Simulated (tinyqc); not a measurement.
# Surface potential of a MOS transistor: implicit equation and explicit approximations, step by step

Numbers from tinyqc (`OMP_NUM_THREADS=1 python tinyqc.py 2122044 2122045 out.jsonl`; about 0.01 s on one thread of a shared Intel Xeon 2.30GHz). Printed values are rounded.

p-type body, charge-sheet picture, depletion and inversion only, full ionisation (an idealisation for deep acceptors), Boltzmann statistics (rough once Na exp(x - xn) passes about Nc/7). In units of Vt: xg = (Vg - Vfb)/Vt, x = psi/Vt, G = gamma/sqrt(Vt), xn = (2 phiF + Vc)/Vt. The implicit equation is (xg - x)^2 = G^2 [x - 1 + exp(x - xn)] for x above about 3. Cox = eps0 eox/tox.

Inputs (values chosen for the exercise); band and dielectric values close to those of silicon:
- T = 300 K (temperature)
- Eg = 1.1 eV (band gap)
- eps_r = 11.5 (relative permittivity)
- Nc = 2.77e19 cm^-3 (conduction-band density of states at T)
- Nv = 2.61e19 cm^-3 (valence-band density of states at T)
- eox = 7.48 (relative permittivity of the gate insulator (close to silicon nitride))
- tox = 7.1 nm (insulator thickness)
- Na = 1.6e18 cm^-3 (acceptor density)
- Vfb = -0.47 V (flat-band voltage)
- Vc = 1 V (channel-body voltage)
- Vg = 2.8 V (gate-body voltage)

Constants: q = 1.602176634e-19 C, kB = 1.380649e-23 J/K, Vt = kB T/q, eps0 = 8.8541878128e-14 F/cm where lengths are in cm. Results are converted to the units shown.

Range of the model: The electron quasi-Fermi level lies less than 2 Vt below the band edge at the surface, or above it, where degeneracy and confinement, left out, matter.

## Scales

ni = sqrt(Nc Nv) exp(-Eg/(2 Vt)), Eg in volts; phiF = Vt ln(Na/ni); gamma = sqrt(2 q eps0 eps_r Na)/Cox; VT = Vfb + Vt (xn + G sqrt(xn - 1)).

phiF = 0.477054 V
gamma = 0.774571 V^0.5
G = 4.81742
xn = 75.5883
VT = 2.55969 V
xg = 126.489

## Explicit approximation

Depletion value a = 1 + [sqrt(G^2/4 + xg - 1) - G/2]^2; inversion value b = xn + ln[(xg - xn)^2/G^2 - xn + 1] and first guess y = min(a, b) - ln(1 + exp(-|a - b|)) if a > xn + 1, else b = y = a; one second-order correction with D = exp(y - xn), p = 2 (xg - y) + G^2 (1 + D), w = (xg - y)^2 - G^2 (y - 1 + D): z = y + 2 w/(p + sqrt(p^2 - 2 (2 - G^2 D) w)), or the Newton step z = y + w/p where the root is not real.

a = 82.8939
b = 79.2006
y = 79.1760
p = 956.852
w = -414.748
z = 78.5948

The root of the implicit equation is x = 78.6348; y misses it by 0.54 and z by -0.040, in units of Vt.

## Starting value

x = y rounded to two decimals.

x at the start = 79.18

## Iteration 1: new x

D = exp(x - xn), f = (xg - x)^2 - G^2 (x - 1 + D), f' = -2 (xg - x) - G^2 (1 + D), x(new) = x - f/f'.

D = 36.2969
f = -418.562
f' = -960.188
x after iteration 1 = 78.7441

## Iteration 2: new x

As before.

D = 23.4722
f = -69.3791
f' = -663.430
x after iteration 2 = 78.6395

## Iteration 3: new x

As before.

D = 21.1416
f = -2.86655
f' = -609.550
x after iteration 3 = 78.6348

## Course of the iteration

Stop when the step is below 1e-11, or after 60 iterations.

Course of the iteration:
```
iteration  x before the step       step
1                      79.18     -0.436
2                    78.7441     -0.105
3                    78.6395   -4.70e-3
4                    78.6348   -8.88e-6
5                    78.6348  -3.16e-11
6                    78.6348          0
```

Converged in 6 iterations.

## Potential, charges and gate control

converged x = 78.6348

psi = Vt x; N_dep = Cox Vt G sqrt(x - 1)/q; N_inv = (Cox Vt G/q) [sqrt(x - 1 + exp(x - xn)) - sqrt(x - 1)]; dpsi/dVg = 1/[1 + G^2 (1 + exp(x - xn))/(2 (xg - x))].

psi = 2.03287 V
N_dep = 6.38879e12 cm^-2
N_inv = 8.1396e11 cm^-2
dpsi/dVg = 0.157609

psi lies 3.0 Vt above 2 phiF + Vc.
